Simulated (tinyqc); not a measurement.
Propagation of a band-gap error through k.p and effective-mass formulas: one step. Masses, g factor and screening for both gaps. Four cases, with inputs chosen for the exercise.

Task: Evaluate the chain at Eg and at Eg2.

Chain, for a gap E (the reference Eg or another value), with Ep and Dso kept: 1/me = 1 + Ep (E + 2 Dso/3)/(E (E + Dso)); g* = 2 - 2 Ep Dso/(3 E (E + Dso)); g1(E) = g1 + (Ep/3)(1/E - 1/Eg), g2(E) = g2 + (Ep/6)(1/E - 1/Eg), light hole 1/(g1 + 2 g2), heavy hole 1/(g1 - 2 g2) along [100]; optical constant ei(E) = 1 + (ei - 1)(EP/(EP + E - Eg))^2, static e0(E) = ei(E) + e0 - ei.

Give: Band values at the two gaps.

Case 1.

Values chosen (reference values near those of GaAs, gap at low temperature; the results hold for these values, not for the real material): Eg = 1.514 eV (gap at Gamma to the s-like level); Dso = 0.343 eV (spin-orbit splitting); Ep = 25.4 eV (Kane energy); g1 = 6.96 (Luttinger gamma1); g2 = 2.06 (gamma2); e0 = 13.11 (static dielectric constant); ei = 10.93 (optical dielectric constant); EP = 5.16 eV (mean (Penn) gap); Eg2 = 0.787 eV (a wrong gap, of the size a semi-local functional can give).

Result:

Band values at the two gaps:
```
quantity       at Eg   at Eg2  ratio
me           0.05972  0.03332  0.558
g*          -0.06585   -4.531      -
g1             6.960    12.13  1.742
g2             2.060    4.643  2.254
light hole   0.09025  0.04670  0.517
heavy hole    0.3521   0.3521  1.000
ei             10.93    14.45  1.322
e0             13.11    16.63  1.269
```

The gap is off by a factor of 0.52; the electron mass follows with 0.56 and the light hole with 0.52, while the heavy hole, which does not couple to the conduction level, keeps its value. The optical constant changes less, by +32 %, as it answers to the mean gap, which shifts by the same -0.73 eV on a base of 5.16 eV. g* moves by -4.47; near zero it is a difference of larger terms, and remote bands, left out here, shift it by tenths.

Case 2.

Values chosen (reference values near those of InP, gap at low temperature; the results hold for these values, not for the real material): Eg = 1.399 eV (gap at Gamma to the s-like level); Dso = 0.106 eV (spin-orbit splitting); Ep = 20.4 eV (Kane energy); g1 = 5.09 (Luttinger gamma1); g2 = 1.6 (gamma2); e0 = 12.29 (static dielectric constant); ei = 9.49 (optical dielectric constant); EP = 5.33 eV (mean (Penn) gap); Eg2 = 3.344 eV (a wrong gap, of the size a hybrid with far too much exact exchange can give).

Result:

Band values at the two gaps:
```
quantity      at Eg  at Eg2  ratio
me          0.06562  0.1421  2.165
g*            1.315   1.875      -
g1            5.090   2.263  0.445
g2            1.600  0.1864  0.117
light hole   0.1206  0.3794  3.145
heavy hole   0.5291  0.5291  1.000
ei            9.490   5.557  0.586
e0            12.29   8.357  0.680
```

The gap is off by a factor of 2.39; the electron mass follows with 2.17 and the light hole with 3.15, while the heavy hole, which does not couple to the conduction level, keeps its value. The optical constant changes less, by -41 %, as it answers to the mean gap, which shifts by the same +1.94 eV on a base of 5.33 eV. g* moves by +0.56; remote bands, left out here, shift it by tenths or, where it is large, by some per cent.

Case 3.

Values chosen (reference values near those of InAs, gap at low temperature; the results hold for these values, not for the real material): Eg = 0.412 eV (gap at Gamma to the s-like level); Dso = 0.396 eV (spin-orbit splitting); Ep = 21.4 eV (Kane energy); g1 = 20.07 (Luttinger gamma1); g2 = 8.5 (gamma2); e0 = 15.2 (static dielectric constant); ei = 12.38 (optical dielectric constant); EP = 4.45 eV (mean (Penn) gap); Eg2 = 0.227 eV (a wrong gap).

Result:

Band values at the two gaps:
```
quantity      at Eg   at Eg2  ratio
me          0.02249  0.01328  0.590
g*           -14.97   -37.95      -
g1            20.07    34.18  1.703
g2            8.500    15.56  1.830
light hole  0.02698  0.01532  0.568
heavy hole   0.3257   0.3257  1.000
ei            12.38    13.39  1.081
e0            15.20    16.21  1.066
```

The gap is off by a factor of 0.55; the electron mass follows with 0.59 and the light hole with 0.57, while the heavy hole, which does not couple to the conduction level, keeps its value. The optical constant changes less, by +8 %, as it answers to the mean gap, which shifts by the same -0.18 eV on a base of 4.45 eV. g* moves by -22.98; remote bands, left out here, shift it by tenths or, where it is large, by some per cent.

Case 4.

Values chosen (reference values near those of InP, gap at low temperature; the results hold for these values, not for the real material): Eg = 1.452 eV (gap at Gamma to the s-like level); Dso = 0.109 eV (spin-orbit splitting); Ep = 21.1 eV (Kane energy); g1 = 5.07 (Luttinger gamma1); g2 = 1.59 (gamma2); e0 = 12.32 (static dielectric constant); ei = 9.56 (optical dielectric constant); EP = 5.1 eV (mean (Penn) gap); Eg2 = 3.688 eV (a wrong gap, of the size a hybrid with far too much exact exchange can give).

Result:

Band values at the two gaps:
```
quantity      at Eg  at Eg2  ratio
me          0.06582  0.1500  2.279
g*            1.324   1.891      -
g1            5.070   2.133  0.421
g2            1.590  0.1216  0.076
light hole   0.1212  0.4208  3.472
heavy hole   0.5291  0.5291  1.000
ei            9.560   5.137  0.537
e0            12.32   7.897  0.641
```

The gap is off by a factor of 2.54; the electron mass follows with 2.28 and the light hole with 3.47, while the heavy hole, which does not couple to the conduction level, keeps its value. The optical constant changes less, by -46 %, as it answers to the mean gap, which shifts by the same +2.24 eV on a base of 5.1 eV. g* moves by +0.57; remote bands, left out here, shift it by tenths or, where it is large, by some per cent.

Computed by tinyqc, one run a case: `OMP_NUM_THREADS=1 python tinyqc.py N N+1 out.jsonl` with N = 1880046, 1880232, 1880321, 1880416; one thread of a shared Intel(R) Xeon(R) Processor @ 2.30GHz, about 0.01 s a run at most.
